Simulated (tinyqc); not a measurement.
Which current rules in forward bias: trap-assisted generation and recombination current of an abrupt junction. Computed by tinyqc, a small Python program. Command: `OMP_NUM_THREADS=1 python tinyqc.py 3002610 3002611 out.jsonl junctionleak walk`. One thread of a shared host (Intel(R) Xeon(R) Processor @ 2.30GHz), about 0.01 s of CPU time with the checks.

Depletion approximation, flat quasi-Fermi levels across the depleted layer, long neutral regions with minority lifetimes tau_n and tau_p, full ionisation and Boltzmann statistics. Voltages in exponents stand for e V.

Inputs (values chosen for the exercise, with bands and screening modelled on GaP):
```
quantity                              value    unit
gap E_g                                2.29      eV
electron mass m_e                      0.51     m_0
valleys M_c                               3       -
hole mass m_h                         0.801     m_0
dielectric constant eps                11.3       -
acceptor density N_A                1.9e+15   cm^-3
donor density N_D                   6.7e+18   cm^-3
capture time tau_n                  4.3e-06       s
capture time tau_p                  1.7e-05       s
trap level E_t - E_i                   0.16      eV
electron diffusion coefficient D_n       68  cm^2/s
hole diffusion coefficient D_p            1  cm^2/s
temperature T                           300       K
tunnelling mass m_t                    0.26     m_0
```

Field enhancement: Hurkx tunnelling factor.

Constants: k_B = 8.617333262e-05 eV/K; m_0 = 9.1093837015e-31 kg; k_B = 1.380649e-23 J/K; h = 6.62607015e-34 J s; e = 1.602176634e-19 C; eps_0 = 8.8541878128e-12 F/m; hbar = 1.054571817e-34 J s.

Method:
- N_c = 2 M_c (2 pi m_e k_B T/h^2)^(3/2) and N_v = 2 (2 pi m_h k_B T/h^2)^(3/2), masses in units of m_0.
- n_i = sqrt(N_c N_v) exp(-E_g/2 k_B T); V_bi = (k_B T/e) ln(N_A N_D/n_i^2); diffusion saturation current J_d0 = e n_i^2 [sqrt(D_n/tau_n)/N_A + sqrt(D_p/tau_p)/N_D].
- W = sqrt(2 eps eps_0 (V_bi - V)(1/N_A + 1/N_D)/e), x_p = W N_D/(N_A + N_D), x_n = W - x_p, peak field F_m = 2 (V_bi - V)/W; reverse bias means V = -V_r.
- Both capture times are divided by 1 + Gamma, Gamma = 2 sqrt(3 pi) (F/F_G) exp((F/F_G)^2), F_G = sqrt(24 m_t (k_B T)^3)/(e hbar) (the low-field Hurkx form), F being the local field, linear in x from 0 at the edges to F_m.
- Potential from the p edge: phi = (V_bi - V) x^2/(x_p W) on the p side and (V_bi - V)[1 - (W - x)^2/(x_n W)] on the n side; p = N_A exp(-phi/k_B T), n = n_i^2 exp(V/k_B T)/p; U = (n p - n_i^2)/[tau_p (n + n_i exp(dE/k_B T)) + tau_n (p + n_i exp(-dE/k_B T))], dE = E_t - E_i, n1 = n_i exp(dE/k_B T), p1 = n_i exp(-dE/k_B T); J_t = e int U dx by the trapezoid rule on 400 intervals on each side.
- J_d = J_d0 (exp(V/k_B T) - 1). Ideality n = (e/k_B T) dV/d ln J, central difference of 1 mV. The rows stop just below the bias where n = 0.1 p or tau_p n = 0.1 tau_n p at the p edge, or the like at the n edge.

k_B T = 0.0258520 eV

n_i = 1.29235 cm^-3

J_d0 = 5.60076e-31 A/cm^2

Forward characteristic:
```
V (V)  J_t (A/cm^2)  J_d (A/cm^2)  ideality of J_t  ideality of the sum
0.34     3.2530e-17    2.8840e-25           1.5638               1.5638
0.54     2.2808e-15    6.6046e-22           1.9514               1.9514
0.73     9.6813e-14    1.0273e-18           1.9615               1.9614
0.93     5.0433e-12    2.3527e-15           1.9517               1.9508
1.12     2.2094e-10    3.6595e-12           1.9357               1.9066
1.32     1.2392e-08    8.3805e-09           1.9021               1.3946
1.51     6.3588e-07    1.3036e-05           1.8159               1.0213
1.71     5.2211e-05    2.9853e-02           1.8493               1.0008
```

Diffusion overtakes recombination between 1.32 and 1.51 V, and the ideality of the sum goes from 1.56 to 1.00, with a maximum of 1.96 at 0.73 V. The ideality of J_t alone lies between 1.56 and 1.96.

Extremes, crossings and ranges named in words are read from the listed rows.
